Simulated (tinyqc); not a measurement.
Crystal pulling from the melt: segregation, interface stability, heat balance and point-defect regime: one step, computed by the program tinyqc.

A dilute solute; steady pulling with a flat interface unless it is found unstable.

Question. Concentration at the frozen fraction g. Axial profile: C_s = k_eff C0 (1 - g)^(k_eff - 1); bulk melt C_L = C_s/k_eff. Usable fraction: the g at which C_s has changed by 30 % from its first value (0.99 at most).

Inputs (values chosen for the exercise, modelled on aluminium in silicon): initial melt concentration C0 = 1.6e+20 1/cm^3; frozen fraction g = 0.85.

Loss from the melt surface: none.

k_eff = 0.002673840

Give: C_s; C_L; usable fraction.

Answer.

C_s = 2.838e+18 1/cm^3

C_L = 1.061e+21 1/cm^3

usable fraction = 0.2313

C_s rises along the crystal.
